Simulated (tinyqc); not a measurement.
Hole subbands of a hard-walled well, four-band Luttinger model: sweeps and comparisons. A value that a table varies takes the place of the one given here.

Hole energies are counted downwards from the unstrained band edge, c = hbar^2/2m0. After the usual block transformation one block is H = [[P + Q - Zs, R - i S], [R + i S, P - Q + Zs]] in (heavy, light), with P +/- Q = c [(g1 +/- g2) k^2 + (g1 -/+ 2 g2) kz^2], R = sqrt(3) c gR k^2, S = 2 sqrt(3) c g3 k kz, kz = -i d/dz; axial approximation gR = (g2 + g3)/2. Zs = b (e_par - e_perp) is the shear part of the strain (the hydrostatic part shifts all levels alike and is left out). Basis sqrt(2/L) sin(n pi z/L), n = 1 to N, for each component: kz^2 gives (n pi/L)^2 and the heavy-light block is R delta_nm - 2 sqrt(3) c g3 k D_nm with D_nm = 4 n m/(L (n^2 - m^2)) for n + m odd, 0 otherwise. The other block has the same levels. The split-off band is left out, a severe simplification for a spin-orbit splitting near 0.11 eV.

Constants: hbar^2/2m0 = 3.80998211 eV angstrom^2.

Inputs chosen for the exercise (near those of InP; not measured data):
```
symbol  value                                                    unit        meaning
g1      5.07                                                                 Luttinger gamma1
g2      1.6                                                                  gamma2
g3      2.09                                                                 gamma3
L       175                                                      angstrom    well width along [001]
Zs      0                                                        eV          shear strain energy
k       0.015                                                    1/angstrom  wave vector in the plane
Zlist   (-0.0174, -0.0113, -0.0061, -0.0028, 0, 0.0043, 0.0104)  eV          shear strain energies (negative: tension in the plane, for b < 0)
```

## Which coupling does what

N = 20, at the given k. Diagonal: R = S = 0. Along [100] and [110] gR is g2 and g3 instead of their mean.

Hole energies (meV):
```
model,E1,E2,E3,E4
diagonal,8.01,13.13,14.90,26.38
R alone,6.82,14.32,14.64,26.27
S alone,6.68,6.90,18.77,19.59
axial,4.99,8.02,19.07,19.56
[100],5.25,7.90,19.00,19.56
[110],4.73,8.13,19.16,19.55
```

The couplings move E1 by -3.02 meV: R alone by -1.19, S alone by -1.34, so S matters more at k L/pi = 0.84 (R grows as k^2 and joins equal n, S as k and joins n of opposite parity). Warping spreads E1 by 0.53 meV between [100] and [110], the hole being heavier along [110]; the axial value lies between them.

## Strain

N = 20. dE is the rise of the top subband from k = 0 to k1 = pi/(4L), m1 = c k1^2/dE (dash if dE is not positive), and the heavy weight is taken at k = pi/L.

Top subband:
```
Zs (eV),HH1 (meV),LH1 (meV),dE (meV),heavy weight,m1 (m0)
-0.0174,19.7,-7.2,0.147,0.052,0.522
-0.0113,13.6,-1.1,0.085,0.103,0.904
-0.0061,8.4,4.1,-0.069,0.219,-
-0.0028,5.1,7.4,0.360,0.377,0.213
0.0000,2.3,10.2,0.405,0.581,0.190
0.0043,-2.0,14.5,0.427,0.847,0.180
0.0104,-8.1,20.6,0.445,0.948,0.173
```

HH1 and LH1 cross at Zs = -2 c g2 (pi/L)^2 = -0.0039 eV; for more negative Zs the light hole is on top. Among the rows with HH1 on top, m1 goes from 0.213 to 0.173 m0 as the splitting widens from 2 to 29 meV, against the unmixed 1/(g1 + g2) = 0.150: compression lightens the holes here. A dash marks a top subband whose hole energy at k1 lies below that at k = 0: an electron-like (negative) mass. m1 describes the neighbourhood of k = 0 only; where HH1 and LH1 lie close, the band may peak further out.

## Size of the sine basis

The four lowest hole energies at the given k for growing N.

Hole energies (meV):
```
N,E1,E2,E3,E4
2,5.303,8.813,20.601,44.920
3,5.044,8.082,19.758,21.270
4,5.031,8.081,19.157,19.703
6,5.004,8.038,19.099,19.599
10,4.995,8.025,19.078,19.566
20,4.993,8.022,19.073,19.557
40,4.993,8.021,19.072,19.556
80,4.993,8.021,19.072,19.556
```

Is N = 3 enough for 1 meV in the two lowest levels?

Yes: against N = 80, N = 3 errs by up to 0.06 meV in E1 and E2, always upwards, as a variational basis must. Both are within 0.1 meV of N = 80 from N = 3 on; N = 40 and N = 80 differ by 4.7e-05 meV at most.

## What each parameter does

N = 20; the three lowest hole energies at the given k and the heavy weight of the lowest. Each row changes one parameter from the base and keeps the others.

Results:
```
case,E1 (meV),E2 (meV),E3 (meV),heavy weight
base,4.99,8.02,19.07,0.688
g1 = 5.48,6.06,9.56,20.88,0.713
g2 = 1.76,4.63,7.46,16.96,0.687
g3 = 1.92,5.41,8.52,18.84,0.717
L = 165 angstrom,5.51,8.71,20.69,0.733
Zs = -0.01 eV,0.80,14.75,23.71,0.095
k = 0.0105 1/angstrom,4.18,7.16,15.66,0.921
```

The largest shifts from the base row, up to three for each result and ties (the steps differ in size, so this ranks the rows, not the parameters). E1 (meV): Zs -4.19, g1 +1.07, k -0.81. E2 (meV): Zs +6.73, g1 +1.54, k -0.86. E3 (meV): Zs +4.64, k -3.42, g2 -2.11. heavy weight: Zs -0.593, k +0.233, L +0.045.

(tinyqc, `OMP_NUM_THREADS=1 python tinyqc.py 1251518 1251519 out.jsonl`, Intel(R) Xeon(R) Processor @ 2.30GHz, 1 thread, shared host, about 0.1 s.)
